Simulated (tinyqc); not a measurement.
Lorentz oscillators and the Kramers-Kronig relations: one step. Optical constants. Four cases, with inputs chosen for the exercise.

Task: Convert eps at the photon energy E into the optical constants.

n + i k = sqrt(eps1 + i eps2) with k >= 0; R = ((n - 1)^2 + k^2)/((n + 1)^2 + k^2) at normal incidence from vacuum; alpha = 2 E k/(hbar c), times 1e8 for 1/cm; loss function Im(-1/eps) = eps2/(eps1^2 + eps2^2).

Constants: hbar c = 1973.269805 eV angstrom.

Case 1.

Values chosen: E = 9.56 eV (photon energy).
eps(E) = 1.683674+1.068501i

Case 2.

Values chosen: E = 1.92 eV (photon energy).
eps(E) = 6.219142+0.646510i

Case 3.

Values chosen (out of a larger set: line positions loosely like those of Si; Lorentz tails absorb below the gap, where the real solid is clear; not measured data): E = 8.02 eV (photon energy).

eps(E) = -3.520163+0.533545i

Case 4.

Values chosen: E = 7.16 eV (photon energy).
eps(E) = -0.693739+2.841817i

Give: n; k; R; alpha; loss function; vacuum wavelength hc/E (hc = 1239.841984 eV nm).

Result:

Case 1.

n = 1.3561
k = 0.3940
R = 0.0494
alpha = 3.82e+05 1/cm
loss function = 0.2687
vacuum wavelength hc/E (hc = 1239.841984 eV nm) = 129.7 nm

The intensity falls to 1/e within 26.2 nm.

Case 2.

n = 2.4972
k = 0.1294
R = 0.1844
alpha = 2.52e+04 1/cm
loss function = 0.0165
vacuum wavelength hc/E (hc = 1239.841984 eV nm) = 645.8 nm

The intensity falls to 1/e within 397 nm.

Case 3.

n = 0.1418
k = 1.8816
R = 0.8829
alpha = 1.53e+06 1/cm
loss function = 0.0421
vacuum wavelength hc/E (hc = 1239.841984 eV nm) = 154.6 nm

The intensity falls to 1/e within 6.54 nm. eps1 is negative, so k exceeds n, as in a metal below its plasma energy; R is 0.88.

Case 4.

n = 1.0563
k = 1.3452
R = 0.3002
alpha = 9.76e+05 1/cm
loss function = 0.3321
vacuum wavelength hc/E (hc = 1239.841984 eV nm) = 173.2 nm

The intensity falls to 1/e within 10.2 nm. eps1 is negative, so k exceeds n, as in a metal below its plasma energy; R is 0.30.

Computed by tinyqc, one run a case: `OMP_NUM_THREADS=1 python tinyqc.py N N+1 out.jsonl` with N = 1681792, 1682175, 1682197, 1682220; one thread of a shared Intel(R) Xeon(R) Processor @ 2.30GHz, about 0.2 s a run at most.
